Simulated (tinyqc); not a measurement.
Abrupt p-n junction, non-linear Poisson equation by Newton steps: two steps of the calculation.

One dimension, p side on the left, n side on the right; net doping C = -Na for x < 0 and +Nd for x > 0. The potential psi is counted from the intrinsic level, and the quasi-Fermi potentials are flat: 0 for holes and -V for electrons, so n = ni exp((psi + V)/Vt) and p = ni exp(-psi/Vt) (Boltzmann statistics, full ionisation, no current).

Parameters, values chosen for the exercise; band and dielectric values close to those of 4H silicon carbide:
- T = 300 K (temperature)
- Eg = 3.21 eV (band gap)
- eps_r = 9.86 (relative permittivity)
- Nc = 1.7e19 cm^-3 (conduction-band density of states at T)
- Nv = 2.53e19 cm^-3 (valence-band density of states at T)
- Na = 7.1e16 cm^-3 (acceptor density of the p side)
- Nd = 3.1e15 cm^-3 (donor density of the n side)
- V = 1.32 V (bias of the p side against the n side)

Constants: q = 1.602176634e-19 C, kB = 1.380649e-23 J/K, Vt = kB T/q, eps0 = 8.8541878128e-14 F/cm where lengths are in cm. Results are converted to the units shown.

Task 1. Intrinsic density, end potentials and Debye lengths. ni = sqrt(Nc Nv) exp(-Eg/(2 Vt)), Eg in volts; psi_p = -Vt ln(Na/ni), psi_n = Vt ln(Nd/ni) - V; Debye length sqrt(eps0 eps_r Vt/(q N)).

Wanted: ni; psi_p; psi_n; Debye length, p side; Debye length, n side.

Result 1.

ni = 2.2593e-8 cm^-3
psi_p = -1.4582 V
psi_n = 0.057286 V
Debye length, p side = 14.086 nm
Debye length, n side = 67.410 nm

Task 2. Densities, residual and Jacobian diagonal. n_i = ni exp((psi_i + V)/Vt), p_i = ni exp(-psi_i/Vt), rho_i = p_i - n_i + C_i, g_i = (n_i + p_i)/Vt. Box widths w_i = (h_(i-1) + h_i)/2 in cm. Residual F_i = a_i (psi_(i+1) - psi_i) - a_(i-1) (psi_i - psi_(i-1)) + q rho_i w_i; Jacobian: a_(i-1) and a_i beside the diagonal, b_i = -a_(i-1) - a_i - q g_i w_i on it. The two end nodes are fixed.

```
node  x (nm)  psi at the start (V)  net doping C (cm^-3)
0       -145            -1.4582360               -7.1e16
1       -115            -1.4312534               -7.1e16
2      -88.4            -1.4073289               -7.1e16
3      -64.5            -1.3858327               -7.1e16
4      -43.3            -1.3667650               -7.1e16
5      -24.3            -1.3496761               -7.1e16
6       -7.5            -1.3345658               -7.1e16
7        7.5            -1.3210745                3.1e15
8       50.5            -1.2823995                3.1e15
9        174            -1.1713211                3.1e15
10       528            -0.8529265                3.1e15
11      1540             0.0572862                3.1e15
```

coupling a_i, interval 0 to 10 (F/cm^2): 2.9100764e-7  3.2820410e-7  3.6528156e-7  4.1180326e-7  4.5948575e-7  5.1965650e-7  5.8201528e-7  2.0302859e-7  7.0690115e-8  2.4661664e-8  8.6267087e-9
ni = 2.2592871e-8 cm^-3

Wanted: n; p; residual F; diagonal b.

Result 2.

```
node  n (cm^-3)  p (cm^-3)
0     1.076e-10   7.100e16
1     3.055e-10   2.500e16
2     7.707e-10   9.910e15
3      1.770e-9   4.315e15
4      3.701e-9   2.064e15
5      7.169e-9   1.065e15
6      1.286e-8   5.939e14
7      2.167e-8   3.524e14
8      9.675e-8   7.895e13
9      7.107e-6   1.075e12
10        1.587    4.814e6
11     3.100e15   2.464e-9
```

```
node  residual F (1e-8 C/cm^2)  diagonal b (F/cm^2)
1                       -2.086            -1.058e-6
2                       -2.471            -8.486e-7
3                       -2.409            -8.374e-7
4                       -2.220            -8.970e-7
5                       -2.006            -9.910e-7
6                       -1.794            -1.108e-6
7                        0.160            -7.914e-7
8                        0.424            -2.778e-7
9                        1.186            -9.551e-8
10                       3.392            -3.329e-8
```

Program tinyqc, `OMP_NUM_THREADS=1 python tinyqc.py 2000017 2000018 out.jsonl`; Intel Xeon 2.30GHz, shared host, one thread, about 0.01 s.
